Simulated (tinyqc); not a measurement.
Energy against coordination: Tersoff bond-order potential. Computed by tinyqc, a small Python program. Command: `OMP_NUM_THREADS=1 python tinyqc.py 3021528 3021529 out.jsonl tersoff walk`. One thread of a shared host (Intel(R) Xeon(R) Processor @ 2.30GHz), about 0.01 s of CPU time with the checks.

E = (1/2) sum_(i, j != i) [A exp(-lambda r_ij) - b_ij B exp(-mu r_ij)], b_ij = (1 + (beta zeta_ij)^n)^(-1/(2n)), zeta_ij = sum_(k != i, j) g(theta_ijk), g = 1 + c^2/d^2 - c^2/(d^2 + (h - cos theta)^2), with theta at atom i. Only nearest neighbours count (cut-off function 1 for them, 0 beyond).

Inputs (values chosen for the exercise, modelled on silicon):
```
quantity     value        unit
A           1862.7          eV
B           471.69          eV
lambda      2.4799  1/angstrom
mu          1.7322  1/angstrom
beta      1.07e-06           -
n           0.7849           -
c            98200           -
d            16.19           -
h          -0.6019           -
```

Method. Angles seen from one bond (cos theta: count): chain -1: 1; graphitic -1/2: 2; diamond -1/3: 3; square net 0: 2, -1: 1; simple cubic 0: 4, -1: 1; bcc 1/3: 3, -1/3: 3, -1: 1; fcc 1/2: 4, 0: 2, -1/2: 4, -1: 1. With z equal bonds of order b, r = ln(lambda A/(mu b B))/(lambda - mu) and E per atom = -(z/2) b B exp(-mu r)(1 - mu/lambda).

Relaxed structures:
```
structure      z        zeta       b  r (angstrom)  E per atom (eV)  E per bond (eV)
dimer          1           0  1.0000        2.3168          -1.2853          -2.5706
chain          2  2.2232e+04  0.9675        2.3610          -2.3042          -2.3042
graphitic      3  2.9167e+03  0.9932        2.3260          -3.7695          -2.5130
diamond        4  3.0366e+04  0.9590        2.3728          -4.4750          -2.2375
square net     4  1.2379e+05  0.8882        2.4754          -3.4694          -1.7347
simple cubic   6  2.2535e+05  0.8349        2.5581          -4.2389          -1.4130
bcc            8  4.1967e+05  0.7616        2.6811          -4.1670          -1.0417
fcc           12  8.0817e+05  0.6661        2.8602          -4.0088          -0.6681
```

The lowest are diamond, simple cubic and bcc, the first two 0.236 eV apart. The bond order falls from 1 to 0.666 and the bond weakens from -2.57 to -0.67 eV, as b^(lambda/(lambda - mu)) with exponent 3.32. With the same z = 4 the square net lies 1.01 eV above diamond, from its angles alone. Caution: in bcc and other dense structures second neighbours can fall inside the usual cut-off; they are left out here.

Extremes, crossings and ranges named in words are read from the listed rows.
